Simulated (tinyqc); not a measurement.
Inside a calculation: Gamma, L and X subbands of a thin body with non-parabolic valleys. Values are carried at full precision from step to step, so a last printed digit may differ when a step is redone from the rounded ones.

Hard walls, flat band, c = hbar^2/2m0, energies from the bulk Gamma edge. For a valley at angle theta to the normal 1/m_z = cos^2/ml + sin^2/mt and m_d = sqrt(ml mt^2/m_z). Subband n starts at E_v + e with e (1 + a e) = c (n pi/t)^2/m_z, and its density-of-states mass is taken as m_d (1 + 2 a e), without further growth at higher in-plane energy. Groups are named by valley and degeneracy.

Constants: hbar^2/2m0 = 3.80998211 eV angstrom^2; kB = 8.617333262e-05 eV/K.

Values chosen for the exercise (near those of a thin GaAs channel; shifted at random, so the results belong to these values and not to a real crystal):
- face = 100 (surface)
- mG = 0.0677 m0 (Gamma mass)
- aG = 0.58 1/eV (Gamma non-parabolicity)
- EL = 0.315 eV (L edge above Gamma)
- mL = (1.938, 0.077) m0 (L valleys (four, along <111>): ml, mt)
- EX = 0.468 eV (X edge above Gamma)
- mX = (1.257, 0.221) m0 (X valleys (three, along <100>): ml, mt)
- aS = 0.6 1/eV (non-parabolicity of L and X)
- t = 68 angstrom (body thickness)
- Ns = 2.6 x 1e12/cm^2 (sheet density)
- T = 300 K (temperature)
- eot = 14 angstrom (equivalent oxide thickness)

## Valley groups

List degeneracy, edge, m_z, m_d and a.

Groups:

| group | g | E_v (eV) | m_z | m_d | a (1/eV) |
|---|---|---|---|---|---|
| G1 | 1 | 0.000 | 0.0677 | 0.0677 | 0.58 |
| L4 | 4 | 0.315 | 0.1133 | 0.3185 | 0.60 |
| X1 | 1 | 0.468 | 1.2570 | 0.2210 | 0.60 |
| X2 | 2 | 0.468 | 0.2210 | 0.5271 | 0.60 |

## Subband edges

n = 1 to 8 for each group; list the ten lowest.

Subbands:

| subband | g | E (eV) | DOS mass |
|---|---|---|---|
| G1 n=1 | 1 | 0.1127 | 0.0766 |
| L4 n=1 | 4 | 0.3840 | 0.3449 |
| G1 n=2 | 1 | 0.3916 | 0.0984 |
| X1 n=1 | 1 | 0.4744 | 0.2227 |
| X1 n=2 | 1 | 0.4935 | 0.2278 |
| X2 n=1 | 2 | 0.5040 | 0.5498 |
| X1 n=3 | 1 | 0.5243 | 0.2359 |
| L4 n=2 | 4 | 0.5648 | 0.4140 |
| X1 n=4 | 1 | 0.5658 | 0.2469 |
| X2 n=2 | 2 | 0.6041 | 0.6131 |

The lowest subband is G1 n=1, 271 meV below L4 n=1; in the bulk the lowest valley is Gamma.

## Filling and quantum capacitance

n_i = g m/(2 pi c) kB T ln(1 + exp((EF - E_i)/kB T)), sum n_i = Ns (1e12/cm^2 = 1e-4/angstrom^2), c = hbar^2/2m0. Quantum capacitance Cq = 1602.176634 sum g m/(2 pi c) f_i in microfarad/cm^2 with f_i = 1/(1 + exp((E_i - EF)/kB T)); Cox = 34.5313/eot (one gate); C/Cox = Cq/(Cq + Cox), the centroid term left out.

Over the ten listed subbands, named by valley (G, L, X), degeneracy and number.

EF = 0.1926 eV

n_i in the order of the list (1e12/cm^2): 2.590  0.009  0.000  0.000  0.000  0.000  0.000  0.000  0.000  0.000

Cq = 4.96 microfarad/cm^2
Cox = 2.467 microfarad/cm^2
C/Cox = 0.668

EF lies 80 meV above the lowest edge; Gamma holds 100 % of the electrons. The low density of states costs 33 % of the gate capacitance.

## Checks

- Cq against the slope dNs/dEF by finite differences, microfarad/cm^2: both 4.96.

Run: tinyqc, `OMP_NUM_THREADS=1 python tinyqc.py 1282339 1282340 out.jsonl`; Intel(R) Xeon(R) Processor @ 2.30GHz, one thread, shared host; about 0.05 s of CPU time with all checks.
